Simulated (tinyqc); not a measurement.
## Hot electrons in a saturated n-channel MOSFET, lucky-electron model: effect of the oxide thickness

Beyond pinch-off the lateral field grows as Esat cosh(y/l) over the velocity-saturated region (pseudo-two-dimensional model). Impact ionisation in this region gives the substrate current, which biases the body forward through Rsub. Currents are per width. Local-field laws: they overstate ionisation when the field peak is narrower than an energy relaxation length.

Cox = 3.9 eps0/tox, l = sqrt(3 tox xj), Esat = 2 vs/mu. Overdrive g = Vg - VT + kb Vb; Vdsat = g Esat L/(g + Esat L); Id = Cox vs (g - Vdsat); dV = Vd - Id Rd - Vdsat; Em = sqrt((dV/l)^2 + Esat^2); Isub = Id (Ai/Bi) l Em exp(-Bi/Em). Vb = Rsub Isub is solved self-consistently. Lifetime tau = (Hl/Id)(Isub/Id)^(-m); 1 year = 3.15576e7 s.

Inputs (values chosen for the exercise); values close to those of silicon n-channel devices:
- L = 0.8 um (channel length)
- xj = 250 nm (junction depth)
- VT = 0.63 V (threshold)
- mu = 360 cm^2/(V s) (effective mobility)
- vs = 7.8e6 cm/s (saturation velocity)
- Ai = 2e6 1/cm (ionisation prefactor)
- Bi = 1.85 MV/cm (ionisation field)
- Rd = 400 ohm um (resistance of the lightly doped drain)
- Rsub = 2300 ohm um (substrate resistance)
- kb = 0.43 (fall of VT per volt of forward body bias)
- m = 2.8 (lifetime exponent)
- Hl = 49000 s uA/um (lifetime constant)
- Vd = 3.8 V (drain voltage)
- Vg = 2.2 V (gate voltage)

Constants: eps0 = 8.8541878128e-14 F/cm where lengths are in cm. Results are converted to the units shown.

Effect of the oxide thickness:
```
tox (nm)  Id (uA/um)  Em (MV/cm)  Isub (uA/um)   Isub/Id  tau (years)
11             119.9      0.2973        0.6938  0.005785        23.86
14             94.18      0.2653        0.2589  0.002749        243.9
17             77.55      0.2420        0.1096  0.001414         1908
21             62.77      0.2190       0.04002  6.375e-4      2.191e4
26             50.70      0.1981       0.01332  2.628e-4      3.244e5
32             41.19      0.1798      0.004210  1.022e-4      5.620e6
40             32.95      0.1621      0.001109  3.366e-5      1.575e8
```

As tox goes from 11 to 40 nm, Em falls from 0.297 to 0.162 MV/cm, Isub falls from 0.694 to 0.00111 uA/um and tau rises from 23.9 to 1.58e8 years. From the first row to the last, log10(tau) changes by 6.8: 6.3 from (Isub/Id)^(-m), which holds Em and l, and 0.56 from 1/Id. For tox = 17 to 40 nm tau is a far extrapolation that only says that hot carriers are no limit.

Program tinyqc, `OMP_NUM_THREADS=1 python tinyqc.py 2550037 2550038 out.jsonl`; Intel Xeon 2.30GHz, shared host, one thread, about 0.01 s.
